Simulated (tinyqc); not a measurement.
From results back to parameters: valence-band offset from core levels. Two cases, with inputs chosen for the exercise.

Problem. At an interface of A and B the binding energy of the core level of B exceeds that of A by dCL. Binding energy of a core level = (EF - Ev) + CL, with one Fermi level for both sides. Find dEv = Ev(A) - Ev(B) and dEc = Eg2 - Eg1 - dEv with the corrected (second) gaps.

Find: dEv; dEc.

Method. dCL = (EF - Ev(B)) + CL_B - (EF - Ev(A)) - CL_A = dEv + CL_B - CL_A; the Fermi level drops out.

Case 1.

Values chosen (out of a larger set: gaps near those of Si and GaP; not measured data): CL = (77.37, 32.49) eV (depth of a core level below the valence top in bulk A and bulk B); Eg1 = (0.6, 1.19) eV (gap of A: semi-local value, corrected value); Eg2 = (1.62, 2.46) eV (gap of B: semi-local value, corrected value).

dCL = -44.1016 eV

Solution.

dEv = 0.78 eV
dEc = 0.49 eV

Case 2.

Values chosen (out of a larger set: gaps near those of GaAs and Ge; not measured data): CL = (47.72, 97.71) eV (depth of a core level below the valence top in bulk A and bulk B); Eg1 = (0.5, 1.46) eV (gap of A: semi-local value, corrected value); Eg2 = (0.1, 0.72) eV (gap of B: semi-local value, corrected value).

dCL = 49.5799 eV

Solution.

dEv = -0.41 eV
dEc = -0.33 eV

Computed by tinyqc, one run a case: `OMP_NUM_THREADS=1 python tinyqc.py N N+1 out.jsonl` with N = 1880292, 1880305; one thread of a shared Intel(R) Xeon(R) Processor @ 2.30GHz, about 0.01 s a run at most.
